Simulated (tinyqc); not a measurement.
# Convergence with the mesh in the empty well

In an empty well of width L and depth Vb, level k solves kw L/2 = (k - 1) pi/2 + arctan(sqrt((mw/mb)(Vb - E)/E)) with kw = sqrt(mw E/C), C = hbar^2/(2 m0). Mesh: N intervals across the well, hz = L/N, nodes at (i + 1/2) hz from an edge, mass (mw + mb)/2 on the interval that holds an interface, walls 3 L outside the edges; H_ii = C (1/m_(i-1/2) + 1/m_(i+1/2))/hz^2 + V_i, H_(i,i+1) = -C/(m_(i+1/2) hz^2). No field, no charge.

Inputs (values chosen for the exercise); material values close to those of GaN in AlGaN: mass along z in the well mw = 0.202 m0; mass along z in the barriers mb = 0.255 m0; barrier height Vb = 0.397 eV; well width L = 13.3 nm.

Constants: q = 1.602176634e-19 C, hbar = 1.054571817e-34 J s, m0 = 9.1093837015e-31 kg, hbar^2/(2 m0) = 0.0380998212 eV nm^2. Results are converted to the units shown.

The same in every row: exact E1 (meV) = 8.440.

Results:
```
N    E1 on the mesh (meV)  error (%)
4                   5.785      -31.5
16                  8.074      -4.33
32                  8.340      -1.19
64                  8.414     -0.305
128                 8.433    -0.0767
```

Estimate the missing row, N = 8.

Computed row:
```
N  E1 on the mesh (meV)  error (%)
8                 7.313      -13.4
```

With this row back in the table: The error goes from -31 % to -0.077 %; between N = 32 and 64 it shrinks by a factor of 3.9, the 4 of a second-order scheme.

Program tinyqc, `OMP_NUM_THREADS=1 python tinyqc.py 2140124 2140125 out.jsonl`; Intel Xeon 2.30GHz, shared host, one thread, about 0.3 s.
